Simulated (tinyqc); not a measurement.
Inside a calculation. Model: MOS capacitor on a p-type substrate, surface potential from the exact charge relation.

Program tinyqc, `OMP_NUM_THREADS=1 python tinyqc.py 2060131 2060132 out.jsonl`; Intel Xeon 2.30GHz, shared host, one thread, about 0.01 s. Printed values are rounded.

Uniform p-type substrate, Boltzmann statistics, full ionisation, classical densities. psi is the surface potential against the body (positive when the bands bend down) and u = psi/Vt. Traps are spread evenly over the gap and neutral at flat band, so their charge is -q Dit psi; the minority quasi-Fermi level is shifted by Vb.

Values chosen for this exercise; band and dielectric values close to those of silicon: temperature T = 273 K; band gap Eg = 1.12 eV; relative permittivity eps_r = 11.6; conduction-band density of states at T Nc = 2.45e19 cm^-3; valence-band density of states at T Nv = 2.34e19 cm^-3; electron affinity chi = 4.1 eV; acceptor density of the substrate N = 1.4e15 cm^-3; relative permittivity of the gate insulator (close to silicon nitride) eox = 7.45; insulator thickness tox = 29 nm; gate work function phiM = 4.13 eV; fixed charge at the interface, in units of q Nf = -7.2e10 cm^-2; density of interface traps Dit = 1.9e12 cm^-2 eV^-1; reverse bias of the inversion layer against the body Vb = 0 V; gate voltage against the body Vg = 1.53 V.

Constants: q = 1.602176634e-19 C, kB = 1.380649e-23 J/K, Vt = kB T/q, eps0 = 8.8541878128e-14 F/cm where lengths are in cm. Results are converted to the units shown.

## Flat band, threshold and scales

ni = sqrt(Nc Nv) exp(-Eg/(2 Vt)), Eg in volts; phiF = Vt ln(N/ni); Cox = eps0 eox/tox; Vfb = phiM - chi - (Eg - Vt ln(Nv/N)) - q Nf/Cox; Q0 = sqrt(2 eps0 eps_r q N Vt); r = (ni/N)^2 exp(-Vb/Vt); VT = Vfb + [(2 phiF + Vb)(1 + q Dit/Cox) + sqrt(2 eps0 eps_r q N (2 phiF + Vb))/Cox].

ni = 1.09947e9 cm^-3
phiF = 0.330699 V
Cox = 0.227461 uF/cm^2
Vfb = -0.810524 V
Q0 = 3.29235 nC/cm^2
r = 6.16755e-13
VT = 0.812777 V

## Starting value

psi = Vg - Vfb, limited to the range from -4 Vt to +(2 phiF + Vb + 4 Vt).

psi at the start = 0.755499 V

## Iteration 1: Newton step for the surface potential

u = psi/Vt; F^2 = exp(-u) + u - 1 + r (exp(u) - u - 1); Qs = -sign(u) Q0 F; Cs = -dQs/dpsi = (Q0/Vt) |1 - exp(-u) + r (exp(u) - 1)|/(2 F). f = Vfb + psi + (q Dit psi - Qs)/Cox - Vg, f' = 1 + (Cs + q Dit)/Cox, psi(new) = psi - f/f'.

u = 32.1143
F = 9.25810
Qs = -30.4809 nC/cm^2
Cs = 0.420221 uF/cm^2
f = -0.439927 V
f' = 4.18575
psi after iteration 1 = 0.860600 V

## Iteration 2: Newton step for the surface potential

As before.

u = 36.5819
F = 69.2354
Qs = -227.947 nC/cm^2
Cs = 4.80976 uF/cm^2
f = 0.673963 V
f' = 23.4837
psi after iteration 2 = 0.831901 V

## Iteration 3: Newton step for the surface potential

As before.

u = 35.3620
F = 37.9363
Qs = -124.899 nC/cm^2
Cs = 2.59304 uF/cm^2
f = 0.153821 V
f' = 13.7382
psi after iteration 3 = 0.820705 V

## Course of the Newton iteration

Stop when the step is below 1e-10 V, or after 60 iterations.

Course of the iteration:
```
iteration  psi before the step (V)    f (V)  step (V)
1                         0.755499   -0.440     0.105
2                         0.860600    0.674   -0.0287
3                         0.831901    0.154   -0.0112
4                         0.820705   0.0144  -1.28e-3
5                         0.819428  1.58e-4  -1.44e-5
6                         0.819414  1.97e-8  -1.79e-9
7                         0.819414  < 1e-13         0
```

Converged in 7 iterations.

## Charges, field and capacitances at the solution

converged psi = 0.819414 V

u = psi/Vt; F^2 = exp(-u) + u - 1 + r (exp(u) - u - 1); Qs = -sign(u) Q0 F; Cs = -dQs/dpsi = (Q0/Vt) |1 - exp(-u) + r (exp(u) - 1)|/(2 F). Low frequency: 1/C_LF = 1/Cox + 1/(Cs + q Dit). High frequency, in the simple estimate in which traps and minority carriers do not follow: 1/C_HF = 1/Cox + 1/Cd, Cd being Cs with r = 0 at the same psi. Minority sheet density N_inv = (Q0/(2 q)) int_0^u r (exp(t) - 1)/F(t) dt for u > 0. Oxide field |Qs - q Dit psi + q Nf|/(eps0 eox).

Qs = -96.5526 nC/cm^2
N_inv = 4.87267e11 cm^-2
oxide field = 0.542009 MV/cm
Cs = 1.97376 uF/cm^2
C_LF/Cox = 0.909220
C_HF/Cox = 0.0502333

The surface is in strong inversion (borders at |psi| = 0, phiF + Vb and 2 phiF + Vb = 0.661 V). Minority carriers make up 80.9 % of Qs.
